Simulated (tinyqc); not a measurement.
# Electron mobility of a polar semiconductor by Rode's iterative solution of the Boltzmann equation, step by step

A worked calculation. Computed by tinyqc, a small Python program that keeps every step. Command: `OMP_NUM_THREADS=1 python tinyqc.py 3015535 3015536 out.jsonl rode walk`. One thread of a shared host (Intel(R) Xeon(R) Processor @ 2.30GHz), about 0.01 s of CPU time with the checks. Intermediate numbers are printed to about 6 digits and carried at full precision; extremes and crossings named in words are read from the listed rows.

The distribution is f(E) + e F l(E) (-df/dE) cos(theta) for a weak field F, theta counted from the force; l(E) is a mean free path. Elastic processes enter by their momentum rate, polar optical phonons by out- and in-scattering terms. One valley only: where upper valleys lie close, measured mobilities are lower. The density n is prescribed, even where a narrow-gap material would have more intrinsic carriers.

Inputs (values chosen for the exercise, for a model polar semiconductor):

| quantity | value | unit |
|---|---|---|
| effective mass m | 0.27 | m_0 |
| static permittivity eps_s | 17 | - |
| high-frequency permittivity eps_inf | 12.5 | - |
| density rho | 6150 | kg/m^3 |
| sound velocity v_l | 9850 | m/s |
| acoustic deformation potential D_A | 4.7 | eV |
| optical phonon energy hbar w | 98.8 | meV |
| piezoelectric coupling K | 0.01 | - |
| electron density n | 2.9e+16 | 1/cm^3 |
| compensation ratio C | 0.37 | - |
| temperature T | 300 | K |
| grid points per phonon energy s | 8 | - |
| iteration cap | 3 | - |

Band: parabolic. Elastic processes: acoustic, piezoelectric, impurity.

Constants: k_B = 8.617333262e-05 eV/K; m_0 = 9.1093837015e-31 kg; e = 1.602176634e-19 C; hbar = 1.054571817e-34 J s; eps_0 = 8.8541878128e-12 F/m; k_B = 1.380649e-23 J/K; hbar = 6.582119569e-16 eV s.

## Fermi level and screening

Parabolic band: E = hbar^2 k^2/(2 m), speed v = hbar k/m, states per spin, volume and energy g(E) = m k/(2 pi^2 hbar^2). Masses are multiplied by m_0 and all formulas are in SI units. The reduced Fermi level eta = E_F/(k_B T) solves n = 2 Z int g f dE with f = 1/(1 + exp(x - eta)) (Z = 1 unless valleys are given); screening length L_s = sqrt(eps_s eps_0 k_B T/(e^2 dn/deta)), dn/deta = 2 Z int g f (1 - f) dE. Integrals over x = E/(k_B T) use 160 Gauss-Legendre points in u = sqrt(x) from 0 to sqrt(max(eta, 0) + 32). N_I = n (1 + C)/(1 - C).

reduced Fermi level eta = -4.79618

screening length L_s = 28.9816 nm

ionised impurity density N_I = 6.30635e+16 1/cm^3

## Rates on one ladder of the grid

Phonon occupation N_q = 1/(exp(hbar w/(k_B T)) - 1). Acoustic deformation potential (elastic, equipartition, absorption and emission together): 1/tau = 2 pi k_B T D_A^2 g(E)/(hbar rho v_l^2). Piezoelectric (elastic, unscreened, momentum relaxation): 1/tau = e^2 K^2 k_B T m (1 + 2 alpha E)/(2 pi eps_s eps_0 hbar^3 k), with alpha = 0 for a parabolic band. Singly charged impurities, momentum relaxation: 1/tau = N_I e^4 m (1 + 2 alpha E) Phi/(8 pi (eps_s eps_0)^2 hbar^3 k^3), with alpha = 0 for a parabolic band. Brooks-Herring: Phi = ln(1 + b) - b/(1 + b), b = 4 k^2 L_s^2. Polar optical, unscreened: W = e^2 w (1/eps_inf - 1/eps_s) m (1 + 2 alpha E') ln|(k + k')/(k - k')| / (4 pi eps_0 hbar^2 k), times N_q for absorption (E' = E + hbar w) and N_q + 1 for emission (E' = E - hbar w > 0), with alpha = 0 for a parabolic band; mean cosine of the angle <cos> = (k^2 + k'^2)/(2 k k') - 1/ln|(k + k')/(k - k')|. Energy grid E_j = (j + 1/2) hbar w/s, j = 0, 1, ..., up to (max(eta, 0) + 18) k_B T, so that E_j +/- hbar w are grid points; l = 0 beyond the grid; integrals are sums times the spacing. With f' = f(E'): out-scattering S_o = sum over absorption and emission of W (1 - f')/(1 - f); nu = sum of elastic rates; the in-scattering weights are c+ = W_abs <cos> (1 - f')/(1 - f) for E' = E + hbar w and c- likewise for emission.

Points j = s/2, s/2 + s, ... (the first seven rungs, or as many as the grid holds), rates in 1e12/s:

| E (meV) | v (m/s) | nu | S_o | c+ | c- |
|---|---|---|---|---|---|
| 55.575 | 269081 | 0.551892 | 0.8025 | 0.330627 | 0.0000 |
| 154.375 | 448469 | 0.373511 | 22.6833 | 0.402405 | 9.0456 |
| 253.175 | 574320 | 0.402772 | 26.6131 | 0.415338 | 14.3546 |
| 351.975 | 677173 | 0.447681 | 26.8744 | 0.414955 | 16.0925 |
| 450.775 | 766344 | 0.493138 | 26.4409 | 0.410304 | 16.7511 |

Points one phonon energy apart are coupled only to each other, so the grid falls into s independent ladders.

## The first two iterations on one ladder of the grid

Iteration: l_new(E) = [v(E) + c+ l(E + hbar w) + c- l(E - hbar w)]/(nu + S_o), from l = 0.

l after iteration 1 (nm): 198.670  19.451  21.259  24.785  28.453

l after iteration 2 (all rungs but the last shown) (nm): 203.418  97.764  31.975  37.738

In-scattering lengthens l on the lowest rung by 2.4 % and on the second by 402.6 % in this step.

## The whole iteration

mu = e sum g v l f (1 - f) / (3 k_B T sum g f) over the grid; stop when mu changes by less than 1e-8 of itself.

Course of the iteration:

| iteration | mu (cm^2/(V s)) | relative change |
|---|---|---|
| 1 | 3499.60 | 1.00000 |
| 2 | 3675.42 | 0.04784 |
| 3 | 3996.90 | 0.08043 |

mobility mu = 3996.90 cm^2/(V s)

iterations = 3

The cap of 3 iterations was reached with mu still rising by 8 % in the last step, so the value is too low.

Reruns converge with iteration cap = 200.
